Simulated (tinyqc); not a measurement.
Hydrostatic strain: sp3s* tight binding, strained.

sp3s* tight binding, nearest neighbours only: anion (a) at 0, cation (c) at a/4 (1,1,1), orbitals s, px, py, pz, s* on each; k in units of 2 pi/a. With phases e_j = exp(i (pi/2) k.n_j) for n = (1,1,1), (1,-1,-1), (-1,1,-1), (-1,-1,1): g0 = (e1+e2+e3+e4)/4, g1 = (e1+e2-e3-e4)/4, g2 = (e1-e2+e3-e4)/4, g3 = (e1-e2-e3+e4)/4. The diagonal holds the levels Esa, Epa, Exa (s*) and Esc, Epc, Exc. Anion-cation block: <sa|sc> = Vss g0; <sa|xc> = Vsapc g1; <xa|sc> = -Vscpa g1; <xa|xc> = Vxx g0; <xa|yc> = <ya|xc> = Vxy g3, <xa|zc> = <za|xc> = Vxy g2, <ya|zc> = <za|yc> = Vxy g1; <s*a|xc> = Vxapc g1; <xa|s*c> = -Vpaxc g1; y and z take g2 and g3 in place of g1; s-s* and s*-s* vanish.

Strain e moves each bond vector to d = (1 + e) d0 (no internal displacement for the diagonal strains used here) and k is given in fractions of the strained reciprocal cell, so the phases stay. Two-centre values Vss_sigma = Vss/4, Vsp_sigma = sqrt3 V/4 for each s-p and s*-p pair, Vpp_sigma = (Vxx + 2 Vxy)/4, Vpp_pi = (Vxx - Vxy)/4 are scaled by (d0/d)^eta and combined with the new direction cosines; the levels on the diagonal stay.

Values chosen for the exercise (near a published set for GaP, fitted to gaps, whose masses and valley positions are rough; not measured data):
- Esa = -8.163 eV (s level of the anion)
- Epa = 1.119 eV (p level of the anion)
- Esc = -2.195 eV (s level of the cation)
- Epc = 4.108 eV (p level of the cation)
- Exa = 8.518 eV (s* level of the anion)
- Exc = 7.198 eV (s* level of the cation)
- Vss = -7.427 eV (s-s)
- Vxx = 2.167 eV (px-px)
- Vxy = 5.107 eV (px-py)
- Vsapc = 4.305 eV (s anion, p cation)
- Vscpa = 6.297 eV (s cation, p anion)
- Vxapc = 4.689 eV (s* anion, p cation)
- Vpaxc = 5.106 eV (p anion, s* cation)
- eta = 3 (scaling exponent)

exx = eyy = ezz = e. Gaps as measured from the top of the valence band; the deformation potentials are (gap(0.01) - gap(-0.01))/0.06.

Gaps (eV):
```
e       Gamma   Delta       L  x of the minimum
-0.03  3.6805  2.3261  2.7593             1.000
-0.02  3.3888  2.3305  2.6360             1.000
-0.01  3.1102  2.3365  2.5158             1.000
0.00   2.8439  2.3438  2.3991             1.000
0.01   2.5894  2.3522  2.2864             1.000
0.02   2.3462  2.3617  2.1778             1.000
0.03   2.1136  2.3720  2.0733             1.000
```

gap deformation potentials (eV): Gamma -8.679, Delta 0.263, L -3.823

What can be read from this table?

Per unit of volume strain the gaps move by -8.68 (Gamma), +0.26 (Delta) and -3.82 eV (L). The lowest valley changes from the Delta line to L between e = 0 and 0.01. These potentials follow from the one exponent eta, which fitted models replace by one for each integral; with it the sizes are rough, the sign for Delta can be wrong (in Si, Ge and the III-V crystals measured values are small and positive), and the pressures at which valleys cross, and which valley takes over, are rough too. A gap of zero, where one is listed, marks an s level that has sunk below the valence top.

tinyqc: `OMP_NUM_THREADS=1 python tinyqc.py 1482374 1482375 out.jsonl`; about 0.1 s, one thread, shared Intel(R) Xeon(R) Processor @ 2.30GHz.
